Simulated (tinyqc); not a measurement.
Resistance of a source-drain extension with a graded tip: one step of the calculation.

y runs along the channel, the gate covers y > 0. The doping is N0 for y < y0 and N0 10^(-(y - y0)/la) beyond, uniform over the depth xj. Sheet conductance s(y) = q mu(N) max(N - Nch, 0) xj + (for y > 0) ma Cox Vo, with mu(N) = u0 + (u1 - u0)/(1 + (N/Nr)^au) and Cox = eps0 eox/tox. Current is taken as one-dimensional; depletion of the tip, spreading and the contact are left out. The metallurgical junction lies at yj, where N = Nch.

Task. Resistance of the overlapped part. Midpoint rule on 12 equal steps from 0 to yj: R_ov = sum h/s(y), per width.

Values chosen for this exercise; mobility law close to that of electrons in silicon:
```
symbol,value,unit,meaning
eox,21.4,,relative permittivity of the gate insulator (close to hafnium oxide)
tox,4.2,nm,insulator thickness
N0,8.3e19,cm^-3,active doping of the extension far from the gate
la,2.3,nm/decade,lateral abruptness
y0,-0.6,nm,position under the gate where the fall begins (gate edge at 0)
xj,8,nm,depth of the extension
Nch,1.1e18,cm^-3,channel doping
Vo,0.48,V,gate overdrive
ma,110,cm^2/(V s),mobility of the gate-induced layer
u1,1414,cm^2/(V s),mobility at low doping
u0,68.5,cm^2/(V s),mobility at high doping
Nr,9.2e16,cm^-3,reference doping
au,0.711,,exponent
```

Constants: q = 1.602176634e-19 C, eps0 = 8.8541878128e-14 F/cm where lengths are in cm. Results are converted to the units shown.

Find: y; N; doped conductance; sheet resistance; R_ov.

Result.

```
point  y (nm)  N (cm^-3)  doped conductance (uS)  sheet resistance (ohm/square)
0      0.1549   3.898e19                   420.0                           1519
1      0.4648   2.858e19                   320.1                           1791
2      0.7747   2.096e19                   245.0                           2069
3       1.085   1.537e19                   188.3                           2345
4       1.395   1.127e19                   144.9                           2610
5       1.704   8.264e18                   111.4                           2861
6       2.014   6.059e18                   84.99                           3094
7       2.324   4.443e18                   63.78                           3311
8       2.634   3.258e18                   46.25                           3516
9       2.944   2.389e18                   31.29                           3711
10      3.254   1.752e18                   18.04                           3903
11      3.564   1.285e18                   5.855                           4097
```

R_ov = 10.79 ohm um

Program tinyqc, `OMP_NUM_THREADS=1 python tinyqc.py 2282101 2282102 out.jsonl`; Intel Xeon 2.30GHz, shared host, one thread, about 0.03 s.
